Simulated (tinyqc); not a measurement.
## Trap density and cross-section from the conductance peak

Question. For a continuum of interface traps on an n-type substrate Gp/w peaks at 2 pi f tau = 1.9803 with the height 0.40237 q Dit, and tau = 1/(sn vth Nd exp(psi/Vt)) with psi = ps. Find Dit, tau and sn.

Parameters, values chosen for the exercise:

| symbol | value | unit | meaning |
|---|---|---|---|
| T | 300 | K | temperature |
| Nd | 1.2e16 | cm^-3 | donor density |
| ps | -0.249 | V | band bending psi |
| vth | 2.3e7 | cm/s | thermal velocity |

Constants: q = 1.602176634e-19 C, kB = 1.380649e-23 J/K, Vt = kB T/q. Results are converted to the units shown.

peak Gp/w = 4.8350086 nF/cm^2
frequency of the peak = 262.54403 Hz

Answer. The height gives Dit, the position tau, and tau with the surface density gives sn.

Dit = 7.500e10 cm^-2 eV^-1
tau = 0.001200 s
sn = 4.600e-17 cm^2

Numbers from tinyqc (`OMP_NUM_THREADS=1 python tinyqc.py 2030010 2030011 out.jsonl`; about 0.01 s on one thread of a shared Intel Xeon 2.30GHz).
